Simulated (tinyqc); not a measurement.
Inside a calculation. Model: five-frequency model of solute diffusion by vacancies in an fcc metal. Computed by tinyqc, a small Python program that keeps every step. Command: `OMP_NUM_THREADS=1 python tinyqc.py 3009841 3009842 out.jsonl fivefreq walk`. One thread of a shared host (Intel(R) Xeon(R) Processor @ 2.30GHz), about 0.06 s of CPU time with the checks. Intermediate numbers are printed to about 6 digits and carried at full precision; extremes and crossings named in words are read from the listed rows.

A vacancy next to the solute exchanges with it (w2), jumps to one of 4 sites that also neighbour the solute (w1) or to one of 7 that do not (w3); w4 is the reverse of w3 and w0 the host jump.

Inputs (values chosen for the exercise, for a model solute in a host close to copper):
```
quantity,value,unit
barrier E0 (host jump),0.716,eV
barrier E1 (vacancy circles the solute),0.667,eV
barrier E2 (exchange),0.544,eV
barrier E3 (dissociation),0.761,eV
binding energy E_b (positive for attraction),0.13,eV
vacancy formation energy E_f,1.3,eV
formation entropy S_f,1.1,k_B
attempt frequency nu,8.8,THz
lattice constant a,3.61,angstrom
temperature T,779,K
```

Constants: k_B = 8.617333262e-05 eV/K.

## Jump rates

w_i = nu exp(-E_i/(k_B T)); detailed balance gives E4 = E3 - E_b.

rates (1/s): w0 2.05251e+08, w1 4.25887e+08, w2 2.66102e+09, w3 1.04992e+08, w4 7.28111e+08

## Correlation factor

Manning: with y = w4/w0, 7F = 7 - (10 y^4 + 180.5 y^3 + 927 y^2 + 1341 y)/(2 y^4 + 40.2 y^3 + 254 y^2 + 597 y + 436); f2 = (2 w1 + 7F w3)/(2 w2 + 2 w1 + 7F w3). The mean cosine between successive solute jumps follows from f2 = (1 + c)/(1 - c).

y = w4/w0 = 3.54741

7F = 3.68460

correlation factor f2 = 0.188796

mean cosine c = -0.682375

The solute exchanges back and forth with the vacancy, so most jumps cancel.

## Diffusivities

c_v = exp(S_f - E_f/(k_B T)); host D0 = a^2 c_v w0 x 0.7815; solute D2 = a^2 c_v exp(E_b/(k_B T)) w2 f2; 1 angstrom^2 = 1e-16 cm^2.

vacancy fraction c_v = 1.16765e-08

host diffusivity D0 = 2.44085e-15 cm^2/s

solute diffusivity D2 = 5.30161e-14 cm^2/s

ratio D2/D0 = 21.7204

The ratio splits into binding 6.93, exchange rate 13 and correlation 0.242.

## Solute against host over temperature

The formulas are those given above.

Diffusion:
```
T (K),f2,D0 (cm^2/s),D2 (cm^2/s),D2/D0
506,0.065484,2.24242e-22,1.91361e-20,85.3366
584,0.098060,1.07785e-19,5.46147e-18,50.6699
662,0.133661,1.20900e-17,4.11733e-16,34.0556
779,0.188796,2.44085e-15,5.30161e-14,21.7204
896,0.242179,1.23211e-13,1.90780e-12,15.4840
1010,0.290180,2.34722e-12,2.80050e-11,11.9311
1130,0.335460,2.74681e-11,2.62093e-10,9.5417
```

The apparent activation energy of D2 is 1.846 eV between the coldest rows and 1.833 eV between the hottest; without correlation it would be E_f - E_b + E2 = 1.714 eV, and the host has 2.016 eV. At low T f2 is small, w2 cancels from D2, and the easier of circling and escape sets the barrier, near E_f - E_b + min(E1, E3) = 1.837 eV.

Checks made by the program: Manning formula against a solved vacancy walk within 5 nearest-neighbour distances (relative difference 3e-03).
